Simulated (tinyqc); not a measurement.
Changing the gas velocity U: chemical vapour deposition: Grove model, boundary layer, depletion and step coverage. Computed by tinyqc, a small Python program. Command: `OMP_NUM_THREADS=1 python tinyqc.py 3010795 3010796 out.jsonl cvd sweep`. One thread of a shared host (Intel(R) Xeon(R) Processor @ 2.30GHz), about 0.01 s of CPU time with the checks.

A precursor diffuses to the surface and reacts there at first order; each molecule that reacts adds one formula unit of film.

Inputs (values chosen for the exercise, close to those used for epitaxial silicon from a chlorosilane): prefactor k0 of k_s = 4.2e+06 cm/s; activation energy E = 1.94 eV; temperature T = 1150 C; total pressure p = 110 torr; mole fraction of the precursor Y = 0.015; gas diffusivity D0 at 273.15 K and 760 torr = 0.15 cm^2/s; film density N = 5e+22 formula units/cm^3; precursor mass M = 135.5 u; kinematic viscosity nu0 at 273.15 K and 760 torr = 0.55 cm^2/s; susceptor length L = 49 cm; channel height b = 4.8 cm.

Reactor: horizontal, reduced pressure.

Constants: k_B = 1.380649e-23 J/K; u = 1.6605390666e-27 kg; k_B = 8.617333262e-05 eV/K.

Method:
- k_s = k0 exp(-E/(k_B T)); C_g = Y p/(k_B T), 1 torr = 133.322 Pa; D = D0 (T/273.15)^1.75 (760/p).
- Temperatures in kelvin are T(C) + 273.15.
- Mean speed c = sqrt(8 k_B T/(pi M)); reactive sticking probability beta = 4 k_s/c.
- nu = nu0 (T/273.15)^1.75 (760/p); Re = U L/nu; mean boundary layer delta = (2/3) L/sqrt(Re), at most b/2; h_g = D/delta.
- Fluxes in series: C_s = C_g/(1 + k_s/h_g); growth rate G = k_s h_g/(k_s + h_g) C_g/N; 1 cm/s = 6e8 nm/min.
- Plug flow: U b dC/dx = -k_eff C with k_eff = k_s h_g/(k_s + h_g), so C falls as exp(-k_eff x/(U b)); the used share of the precursor is 1 - C(L)/C(0).

One run for each value; columns: (1) gas velocity U (cm/s); (2) growth rate G at the inlet (nm/min); (3) rate at the outlet over rate at the inlet; (4) boundary layer delta (cm); (5) Reynolds number Re:
```
(1)       (2)      (3)  (4)     (5)
3.0    70.923  0.16590  2.4    2.15
5.5    70.923  0.37538  2.4    3.95
10.0   70.923  0.58339  2.4    7.18
18.0   70.923  0.74127  2.4   12.92
60.0   70.923  0.91410  2.4   43.06
110.0  70.923  0.95219  2.4   78.94
200.0  70.923  0.97341  2.4  143.53
```

Give the missing row, gas velocity U (cm/s) = 33.0.

Computed row; columns: (1) gas velocity U (cm/s); (2) growth rate G at the inlet (nm/min); (3) rate at the outlet over rate at the inlet; (4) boundary layer delta (cm); (5) Reynolds number Re:
```
(1)      (2)      (3)  (4)    (5)
33.0  70.923  0.84933  2.4  23.68
```

Interpolating between the two neighbouring rows (the first column on a logarithmic scale, the others too where they are positive) misses most in rate at the outlet over rate at the inlet, by 3.0 %. Over the rows, growth rate G at the inlet (nm/min) does not change; rate at the outlet over rate at the inlet rises from 0.166 to 0.973 (exponent d ln y / d ln x 1.3 between the first rows and 0.037 between the last); boundary layer delta (cm) does not change. The exponent of growth rate G at the inlet stays at 0: the rate does not feel the flow. Faster flow thins the boundary layer once it is below the cap and carries the gas past before it is depleted.

Caution (all rows): the boundary layer is capped at b/2, so U, L and nu no longer affect h_g.
